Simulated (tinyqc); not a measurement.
Thermoelectric coefficients of one resonant level, Landauer integrals: two steps of the calculation.

Transmission X(x) = (g/2)^2/[(x - y)^2 + (g/2)^2] with x = (E - EF)/kB T, two spin channels. I_k = int X x^k w dx over all x, w = 1/(4 cosh^2(x/2)).

Inputs (values chosen for the exercise):

| symbol | value | unit | meaning |
|---|---|---|---|
| g | 6.4 |  | full width of the level over kB T |
| y | -0.8 |  | level position (E0 - EF)/kB T |
| xm | 9 |  | half-range of the grid |
| nE | 19 |  | points of the grid |

Constants: q = 1.602176634e-19 C, kB = 1.380649e-23 J/K. Results are converted to the units shown.

Problem 1. The three integrals on a coarse grid. Simpson's rule on nE equally spaced points from -xm to xm.

Find: x; X; w; I_0, I_1, I_2 on this grid.

Solution 1.

```
point        x         X          w
0      -9.0000   0.13216  1.2338e-4
1      -8.0000   0.16495  3.3524e-4
2      -7.0000   0.21035  9.1022e-4
3      -6.0000   0.27468  0.0024665
4      -5.0000   0.36729  0.0066481
5      -4.0000   0.50000   0.017663
6      -3.0000   0.67905   0.045177
7      -2.0000   0.87671    0.10499
8      -1.0000   0.99611    0.19661
9       0.0000   0.94118    0.25000
10      1.0000   0.75964    0.19661
11      2.0000   0.56637    0.10499
12      3.0000   0.41491   0.045177
13      4.0000   0.30769   0.017663
14      5.0000   0.23336  0.0066481
15      6.0000   0.18130  0.0024665
16      7.0000   0.14406  9.1022e-4
17      8.0000   0.11679  3.3524e-4
18      9.0000  0.096349  1.2338e-4
```

I_0, I_1, I_2 on this grid: [0.80236, -0.16514, 1.7790]

Problem 2. Two limits for S. Narrow level: S = -(kB/q) y. Mott formula: S = -(pi^2/3)(kB/q) d ln X/dx at x = 0 = -(pi^2/3)(kB/q) 2 y/[y^2 + (g/2)^2].

Wanted: narrow-level S; Mott S.

Solution 2.

narrow-level S = 68.939 uV/K
Mott S = 41.691 uV/K

The integrals give 18.0 uV/K; the Mott value is 2.31 times that in size.

Numbers from tinyqc (`OMP_NUM_THREADS=1 python tinyqc.py 2800039 2800040 out.jsonl`; about 0.01 s on one thread of a shared Intel Xeon 2.30GHz).
